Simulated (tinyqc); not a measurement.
Surface potential of a MOS transistor: implicit equation and explicit approximations: one step of the calculation.

p-type body, charge-sheet picture, depletion and inversion only, full ionisation (an idealisation for deep acceptors), Boltzmann statistics (rough once Na exp(x - xn) passes about Nc/7). In units of Vt: xg = (Vg - Vfb)/Vt, x = psi/Vt, G = gamma/sqrt(Vt), xn = (2 phiF + Vc)/Vt. The implicit equation is (xg - x)^2 = G^2 [x - 1 + exp(x - xn)] for x above about 3. Cox = eps0 eox/tox.

Problem. Potential, charges and gate control. psi = Vt x; N_dep = Cox Vt G sqrt(x - 1)/q; N_inv = (Cox Vt G/q) [sqrt(x - 1 + exp(x - xn)) - sqrt(x - 1)]; dpsi/dVg = 1/[1 + G^2 (1 + exp(x - xn))/(2 (xg - x))].

Parameters, values chosen for the exercise; band and dielectric values close to those of silicon:

| symbol | value | unit | meaning |
|---|---|---|---|
| T | 350 | K | temperature |
| eox | 3.9 |  | relative permittivity of the gate insulator (close to silicon dioxide) |
| tox | 5.5 | nm | insulator thickness |
| Vc | 0 | V | channel-body voltage |

Constants: q = 1.602176634e-19 C, kB = 1.380649e-23 J/K, Vt = kB T/q, eps0 = 8.8541878128e-14 F/cm where lengths are in cm. Results are converted to the units shown.

converged x = 28.414902
G = 0.60760117
xn = 21.707456
xg = 46.086515

Find: psi; N_dep; N_inv; dpsi/dVg.

Solution.

psi = 0.8570 V
N_dep = 3.760e11 cm^-2
N_inv = 1.713e12 cm^-2
dpsi/dVg = 0.1046

psi lies 6.7 Vt above 2 phiF + Vc.

Program tinyqc, `OMP_NUM_THREADS=1 python tinyqc.py 2122006 2122007 out.jsonl`; Intel Xeon 2.30GHz, shared host, one thread, about 0.01 s.
